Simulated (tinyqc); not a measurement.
Length of a polyene: Hueckel, PPP and singles CI along the polyenes. Computed by the program tinyqc. Hueckel uses the same beta without repulsion; CIS keeps all single excitations and so misses the low, doubly excited 2Ag state. W is the valence ionisation energy of a centre, MN the Mataga-Nishimoto formula, f the oscillator strength.

All-trans chains of carbon centres 1.40 angstrom apart:

| parameter | value |
|---|---|
| beta (eV), times 1 +/- alternation | -2.310000 |
| alternation | 0.100000 |
| W (eV) | 11.160000 |
| gamma_rr (eV) | 11.240000 |
| repulsion formula | Ohno |

Gaps and excitations (eV):

| centres | Hueckel gap | PPP orbital gap | bright singlet (CIS) | f | lowest triplet (CIS) |
|---|---|---|---|---|---|
| 2 | 5.082 | 12.670 | 6.908 | 0.592 | 3.256 |
| 4 | 3.412 | 10.253 | 5.473 | 1.069 | 2.400 |
| 6 | 2.648 | 9.048 | 4.644 | 1.473 | 1.998 |
| 8 | 2.217 | 8.346 | 4.124 | 1.832 | 1.784 |
| 10 | 1.943 | 7.897 | 3.775 | 2.161 | 1.660 |

What does the comparison show, and why?

The Hueckel gap tends to 4 x alternation x |beta| = 0.92 eV for long chains. Exchange opens the PPP orbital gap, and the attraction of electron and hole brings the bright state 4.12 eV below it at 10 centres; the triplet lies 2.11 eV lower still.
